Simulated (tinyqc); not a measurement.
Hot carriers by balance equations with a heated Maxwellian. Changing the lattice temperature T. Computed by tinyqc, a small Python program. Command: `OMP_NUM_THREADS=1 python tinyqc.py 3025249 3025250 out.jsonl hot sweep`. One thread of a shared host (Intel(R) Xeon(R) Processor @ 2.30GHz), about 0.05 s of CPU time with the checks.

The carriers follow a Maxwellian at an electron temperature T_e, slightly displaced; the drift energy is neglected against k_B T_e. The balance averages the rate, not the time, so mu_0 lies below the relaxation-time value.

Inputs (values chosen for the exercise, modelled on holes in silicon):

| quantity | value | unit |
|---|---|---|
| effective mass m | 0.493 | m_0 |
| density rho | 2329 | kg/m^3 |
| sound velocity v_l | 9270 | m/s |
| acoustic deformation potential D_A | 5.5 | eV |
| phonon energy hbar w | 64.9 | meV |
| optical or intervalley deformation potential D_o | 9.2 | 1e8 eV/cm |
| final valleys Z_f | 1 | - |
| electric field F | 0.64 | kV/cm |
| mixing | 0.3 | - |
| iteration cap | 300 | - |

Band: parabolic. Solver: damped fixed point.

Constants: k_B = 8.617333262e-05 eV/K; k_B = 1.380649e-23 J/K; e = 1.602176634e-19 C; hbar = 1.054571817e-34 J s; m_0 = 9.1093837015e-31 kg; hbar = 6.582119569e-16 eV s.

Method:
- Parabolic band: E = hbar^2 k^2/(2 m), speed v = hbar k/m, states per spin, volume and energy g(E) = m k/(2 pi^2 hbar^2). Masses are multiplied by m_0 and all formulas are in SI units.
- Phonon occupation N_q = 1/(exp(hbar w/(k_B T)) - 1).
- Acoustic deformation potential (elastic, equipartition, absorption and emission together): 1/tau = 2 pi k_B T D_A^2 g(E)/(hbar rho v_l^2).
- Optical or intervalley deformation potential: 1/tau = (pi Z_f D_o^2/(rho w)) [N_q g(E + hbar w) + (N_q + 1) g(E - hbar w)], with g = 0 below the band edge.
- Averages over the Maxwellian, <y> = int y x^(1/2) exp(-x) dx / int x^(1/2) exp(-x) dx with x = E/(k_B T_e), split at x_0 = hbar w/(k_B T_e): 64 Gauss-Legendre points in sqrt(x) below it and 128 in sqrt(x - x_0) above it, up to x = 32. Momentum balance: mu(T_e) = e/(m nu), nu = <x (sum of rates)>/<x>. Power lost per carrier: P(T_e) = hbar w <emission rate - absorption rate> + <(2 m v_l^2/(k_B T)) (E - 2 k_B T) acoustic rate>.
- Energy relaxation time at weak heating: tau_E = (3/2) k_B / (dP/dT_e), the derivative by a central difference of +/- 0.5 K at T_e = T.
- Fixed point: T_out = T + (T_e - T) e mu(T_e) F^2/P(T_e), T_new = T_e + mixing (T_out - T_e).
- Start at T_e = 1.5 T; stop when T_e moves by less than 1e-6 K or exceeds 1e6 K.
- v = mu(T_e) F; warm-carrier coefficient (mu/mu_0 - 1)/F^2.

One run for each value:

| lattice temperature T (K) | drift velocity (1e7 cm/s) | low-field mobility mu_0 (cm^2/(V s)) | electron temperature T_e (K) | energy relaxation time tau_E (ps) |
|---|---|---|---|---|
| 80 | 0.45055 | 14940 | 150.05 | 22.084 |
| 110 | 0.36303 | 8453 | 149.29 | 4.477 |
| 140 | 0.27037 | 5026 | 158.54 | 1.716 |
| 190 | 0.14982 | 2434 | 195.35 | 0.744 |
| 250 | 0.08161 | 1287 | 251.87 | 0.466 |
| 340 | 0.04287 | 671 | 340.73 | 0.346 |
| 450 | 0.02515 | 393 | 450.38 | 0.304 |
| 600 | 0.01517 | 237 | 600.22 | 0.292 |

Over the rows, drift velocity (1e7 cm/s) falls from 0.451 to 0.0152 (exponent d ln y / d ln x -0.68 between the first rows and -1.8 between the last); low-field mobility mu_0 (cm^2/(V s)) falls from 14900 to 237 (exponent d ln y / d ln x between -2.4 and -1.8); electron temperature T_e (K) goes from 150 through a minimum among these rows, 149 at 110, to 600. mu_0 changes by a factor 63.0 over the table and the drift velocity at this field by 29.7: hot carriers care less about the lattice temperature.

Caution (rows 80.0, 110, 140, 190, 250, 340, 450): the drift energy m v^2/2 is not small against the heating (3/2) k_B (T_e - T), so T_e - T is rough.

Extremes, crossings and ranges named in words are read from the listed rows.
